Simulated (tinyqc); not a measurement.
Bulk transistor, scale length and short-channel effects: one step of the calculation.

A gate, an insulator of thickness ti and a depleted layer of depth ts on a conducting body. Below threshold the potential that source and drain add obeys Laplace's equation and vanishes on the gate and at the bottom of the depleted layer. Its lowest mode decays along the channel as exp(-k y); k is the smallest positive root of the matching condition at the interface, and the scale length is Lambda = pi/k.

Task. Scan of the matching condition. f(k) = eps_r sin(k ti) cos(k ts) + ei cos(k ti) sin(k ts).

Values chosen for this exercise; permittivities: semiconductor close to that of In0.53Ga0.47As, insulator close to that of silicon dioxide:
- eps_r = 13.9 (relative permittivity of the semiconductor)
- ei = 3.8 (relative permittivity of the insulator)
- ti = 1.3 nm (insulator thickness)
- ts = 27 nm (depletion depth)

| point | k (1/nm) |
|---|---|
| 0 | 0.015 |
| 1 | 0.03 |
| 2 | 0.045 |
| 3 | 0.06 |
| 4 | 0.075 |
| 5 | 0.09 |
| 6 | 0.105 |
| 7 | 0.12 |

Give: f(k).

Result.

| point | f(k) |
|---|---|
| 0 | 1.7461 |
| 1 | 3.1239 |
| 2 | 3.8390 |
| 3 | 3.7306 |
| 4 | 2.8048 |
| 5 | 1.2358 |
| 6 | -0.6670 |
| 7 | -2.5180 |

The first change of sign lies between k = 0.09 and 0.105 1/nm.

Computed by the program tinyqc: `OMP_NUM_THREADS=1 python tinyqc.py 2420090 2420091 out.jsonl`, one thread of a shared Intel Xeon 2.30GHz, about 0.01 s for the whole run.
